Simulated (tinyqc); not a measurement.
Bandgap voltage reference from two bipolar transistors: one step of the calculation.

Two transistors of area 1 and N carry the same current I. Is(T) = Is (T/T0)^eta exp[(Vg0 q/kB)(1/T0 - 1/T)], VBE1 = Vt ln(I/Is(T)) + I rb, VBE2 = Vt ln(I/(N Is(T))) + I rb/N. The amplifier forces I R1(T) = VBE1 - VBE2 + Vos, with R(T) = R (1 + tc (T - T0)) for both resistors, and the output is Vref = VBE1 + I R2(T). Base currents and the Early effect are neglected.

Problem. Resistor for zero slope at T0, ideal case. With tc = 0, Vos = 0 and rb = 0 the current is proportional to T, dVBE/dT = (VBE - Vg0 - (eta - 1) Vt)/T, and Vref has zero slope at T0 when Vref = Vg0 + (eta - 1) Vt0. Find VBE1, its slope, that Vref, R2/R1 and the curvature d2Vref/dT2 = -(eta - 1) kB/(q T0).

Inputs (values chosen for the exercise); values of the order met in silicon bipolar transistors:
- T0 = 300 K (reference temperature)
- Vg0 = 1.204 V (band-gap voltage extrapolated to 0 K)
- eta = 3.7 (temperature exponent of the saturation current)
- Is = 9.6e-18 A (saturation current of the unit transistor at T0)
- N = 24 (area ratio of the second transistor)
- R1 = 8.5 kohm (resistor across which the difference of VBE falls, at T0)

Constants: q = 1.602176634e-19 C, kB = 1.380649e-23 J/K. Results are converted to the units shown.

Wanted: VBE1; dVBE/dT; Vref; R2/R1; curvature.

Solution.

VBE1 = 0.71449 V
dVBE/dT = -1.8644 mV/K
Vref = 1.2738 V
R2/R1 = 6.8076
curvature = -0.77556 uV/K^2

Program tinyqc, `OMP_NUM_THREADS=1 python tinyqc.py 2062062 2062063 out.jsonl`; Intel Xeon 2.30GHz, shared host, one thread, about 0.02 s.
